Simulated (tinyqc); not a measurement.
UHF in the sto-6g basis, for BeH2, spin multiplicity 1, step by step. One step of it, computed by the program tinyqc.

Problem. Iteration 2: diagonalisation and new density. A level shift of 0.2 hartree raises the virtual space: F + shift (S - S D(s) S), with D(s) the density of one spin. Diagonalise F' = X^T F X, C = X C', fill 3 alpha and 3 beta electrons from the bottom; D(s) = C_occ C_occ^T. Each column has its largest component positive (the first on a tie).

F(alpha) (hartree):
```
,1Be 1s,1Be 2s,1Be 2px,1Be 2py,1Be 2pz,2H 1s,3H 1s
1Be 1s,-4.489202,-1.227725,-0.001195,0.001638,0.003677,-0.273122,-0.236642
1Be 2s,-1.227725,-0.553356,-0.089561,-0.010227,-0.024688,-0.361418,-0.336316
1Be 2px,-0.001195,-0.089561,0.230829,0.047040,-0.007672,-0.019878,-0.070011
1Be 2py,0.001638,-0.010227,0.047040,-0.168673,-0.001773,-0.311858,0.303117
1Be 2pz,0.003677,-0.024688,-0.007672,-0.001773,0.248939,-0.026980,-0.025705
2H 1s,-0.273122,-0.361418,-0.019878,-0.311858,-0.026980,-0.253687,-0.020941
3H 1s,-0.236642,-0.336316,-0.070011,0.303117,-0.025705,-0.020941,-0.247628
```

F(beta) (hartree):
```
,1Be 1s,1Be 2s,1Be 2px,1Be 2py,1Be 2pz,2H 1s,3H 1s
1Be 1s,-4.489202,-1.227725,0.001195,0.001638,0.003677,-0.273122,-0.236642
1Be 2s,-1.227725,-0.553356,0.089561,-0.010227,-0.024688,-0.361418,-0.336316
1Be 2px,0.001195,0.089561,0.230829,-0.047040,0.007672,0.019878,0.070011
1Be 2py,0.001638,-0.010227,-0.047040,-0.168673,-0.001773,-0.311858,0.303117
1Be 2pz,0.003677,-0.024688,0.007672,-0.001773,0.248939,-0.026980,-0.025705
2H 1s,-0.273122,-0.361418,0.019878,-0.311858,-0.026980,-0.253687,-0.020941
3H 1s,-0.236642,-0.336316,0.070011,0.303117,-0.025705,-0.020941,-0.247628
```

X:
```
,1,2,3,4,5,6,7
1Be 1s,-0.043831,-0.359155,0.872241,0.000000,-0.345705,0.183429,0.181688
1Be 2s,0.196896,1.114067,-0.098088,0.000000,-0.058217,0.372573,0.375164
1Be 2px,0.000000,0.000000,0.000000,1.000000,0.000000,0.000000,0.000000
1Be 2py,1.243524,-0.165793,-0.005575,0.000000,0.002281,-0.396504,0.385253
1Be 2pz,0.018477,0.103833,0.386048,0.000000,0.918247,0.032835,0.032894
2H 1s,-1.021957,-0.588289,-0.262955,0.000000,0.106517,-0.023762,0.520914
3H 1s,0.767447,-0.823579,-0.275437,0.000000,0.111230,0.524926,-0.017242
```

D(alpha) after iteration 1:
```
,1Be 1s,1Be 2s,1Be 2px,1Be 2py,1Be 2pz,2H 1s,3H 1s
1Be 1s,1.036318,-0.122376,-0.045745,-0.005980,-0.013341,-0.074639,-0.070788
1Be 2s,-0.122376,0.443887,0.145803,0.012413,0.039879,0.216140,0.203660
1Be 2px,-0.045745,0.145803,0.066229,-0.076831,0.013050,0.025541,0.114497
1Be 2py,-0.005980,0.012413,-0.076831,0.358058,0.001397,0.207376,-0.204322
1Be 2pz,-0.013341,0.039879,0.013050,0.001397,0.003589,0.019609,0.018169
2H 1s,-0.074639,0.216140,0.025541,0.207376,0.019609,0.218746,-0.018818
3H 1s,-0.070788,0.203660,0.114497,-0.204322,0.018169,-0.018818,0.217005
```

D(beta) after iteration 1:
```
,1Be 1s,1Be 2s,1Be 2px,1Be 2py,1Be 2pz,2H 1s,3H 1s
1Be 1s,1.036318,-0.122376,0.045745,-0.005980,-0.013341,-0.074639,-0.070788
1Be 2s,-0.122376,0.443887,-0.145803,0.012413,0.039879,0.216140,0.203660
1Be 2px,0.045745,-0.145803,0.066229,0.076831,-0.013050,-0.025541,-0.114497
1Be 2py,-0.005980,0.012413,0.076831,0.358058,0.001397,0.207376,-0.204322
1Be 2pz,-0.013341,0.039879,-0.013050,0.001397,0.003589,0.019609,0.018169
2H 1s,-0.074639,0.216140,-0.025541,0.207376,0.019609,0.218746,-0.018818
3H 1s,-0.070788,0.203660,-0.114497,-0.204322,0.018169,-0.018818,0.217005
```

overlap S:
```
,1Be 1s,1Be 2s,1Be 2px,1Be 2py,1Be 2pz,2H 1s,3H 1s
1Be 1s,1.000000,0.254764,0.000000,0.000000,0.000000,0.055608,0.048068
1Be 2s,0.254764,1.000000,0.000000,0.000000,0.000000,0.414444,0.389535
1Be 2px,0.000000,0.000000,1.000000,0.000000,0.000000,0.000000,0.000000
1Be 2py,0.000000,0.000000,0.000000,1.000000,0.000000,0.488131,-0.467235
1Be 2pz,0.000000,0.000000,0.000000,0.000000,1.000000,0.044406,0.042532
2H 1s,0.055608,0.414444,0.000000,0.488131,0.044406,1.000000,0.023019
3H 1s,0.048068,0.389535,0.000000,-0.467235,0.042532,0.023019,1.000000
```

Give: F' = X^T F X; orbital energies; coefficients C; F' = X^T F X; orbital energies; coefficients C; D(alpha) after iteration 2; D(beta) after iteration 2.

Solution.

F' = X^T F X (alpha) (hartree):
```
,1,2,3,4,5,6,7
1,0.953,-0.033,0.059,0.008,-0.022,-0.020,0.040
2,-0.033,0.493,0.598,-0.045,-0.232,0.173,0.153
3,0.059,0.598,-2.957,0.045,1.461,-1.041,-1.048
4,0.008,-0.045,0.045,0.418,-0.018,-0.134,-0.035
5,-0.022,-0.232,1.461,-0.018,-0.177,0.456,0.459
6,-0.020,0.173,-1.041,-0.134,0.456,-0.777,-0.414
7,0.040,0.153,-1.048,-0.035,0.459,-0.414,-0.806
```

orbital energies (alpha) (hartree): MO1 -4.491, MO2 -0.419, MO3 -0.385, MO4 0.435, MO5 0.448, MO6 0.602, MO7 0.958

coefficients C (alpha):
```
,MO1,MO2,MO3,MO4,MO5,MO6,MO7
1Be 1s,0.994,-0.208,-0.006,-0.031,0.046,-0.207,-0.014
1Be 2s,0.023,0.598,0.012,0.210,-0.180,1.061,0.114
1Be 2px,0.001,0.155,-0.085,0.904,0.325,-0.213,0.026
1Be 2py,-0.001,-0.001,0.510,-0.011,0.006,-0.085,1.270
1Be 2pz,0.000,0.039,0.001,-0.285,0.930,0.241,0.013
2H 1s,-0.002,0.373,0.410,-0.175,0.048,-0.681,-0.969
3H 1s,-0.003,0.379,-0.413,-0.310,0.011,-0.758,0.804
```

F' = X^T F X (beta) (hartree):
```
,1,2,3,4,5,6,7
1,0.953,-0.033,0.059,-0.008,-0.022,-0.020,0.040
2,-0.033,0.493,0.598,0.045,-0.232,0.173,0.153
3,0.059,0.598,-2.957,-0.045,1.461,-1.041,-1.048
4,-0.008,0.045,-0.045,0.418,0.018,0.134,0.035
5,-0.022,-0.232,1.461,0.018,-0.177,0.456,0.459
6,-0.020,0.173,-1.041,0.134,0.456,-0.777,-0.414
7,0.040,0.153,-1.048,0.035,0.459,-0.414,-0.806
```

orbital energies (beta) (hartree): MO1 -4.491, MO2 -0.419, MO3 -0.385, MO4 0.435, MO5 0.448, MO6 0.602, MO7 0.958

coefficients C (beta):
```
,MO1,MO2,MO3,MO4,MO5,MO6,MO7
1Be 1s,0.994,-0.208,-0.006,0.031,0.046,-0.207,-0.014
1Be 2s,0.023,0.598,0.012,-0.210,-0.180,1.061,0.114
1Be 2px,-0.001,-0.155,0.085,0.904,-0.325,0.213,-0.026
1Be 2py,-0.001,-0.001,0.510,0.011,0.006,-0.085,1.270
1Be 2pz,0.000,0.039,0.001,0.285,0.930,0.241,0.013
2H 1s,-0.002,0.373,0.410,0.175,0.048,-0.681,-0.969
3H 1s,-0.003,0.379,-0.413,0.310,0.011,-0.758,0.804
```

D(alpha) after iteration 2:
```
,1Be 1s,1Be 2s,1Be 2px,1Be 2py,1Be 2pz,2H 1s,3H 1s
1Be 1s,1.032,-0.101,-0.031,-0.004,-0.009,-0.082,-0.079
1Be 2s,-0.101,0.358,0.092,0.006,0.023,0.228,0.222
1Be 2px,-0.031,0.092,0.031,-0.044,0.006,0.023,0.094
1Be 2py,-0.004,0.006,-0.044,0.260,0.001,0.209,-0.211
1Be 2pz,-0.009,0.023,0.006,0.001,0.002,0.015,0.014
2H 1s,-0.082,0.228,0.023,0.209,0.015,0.307,-0.028
3H 1s,-0.079,0.222,0.094,-0.211,0.014,-0.028,0.314
```

D(beta) after iteration 2:
```
,1Be 1s,1Be 2s,1Be 2px,1Be 2py,1Be 2pz,2H 1s,3H 1s
1Be 1s,1.032,-0.101,0.031,-0.004,-0.009,-0.082,-0.079
1Be 2s,-0.101,0.358,-0.092,0.006,0.023,0.228,0.222
1Be 2px,0.031,-0.092,0.031,0.044,-0.006,-0.023,-0.094
1Be 2py,-0.004,0.006,0.044,0.260,0.001,0.209,-0.211
1Be 2pz,-0.009,0.023,-0.006,0.001,0.002,0.015,0.014
2H 1s,-0.082,0.228,-0.023,0.209,0.015,0.307,-0.028
3H 1s,-0.079,0.222,-0.094,-0.211,0.014,-0.028,0.314
```
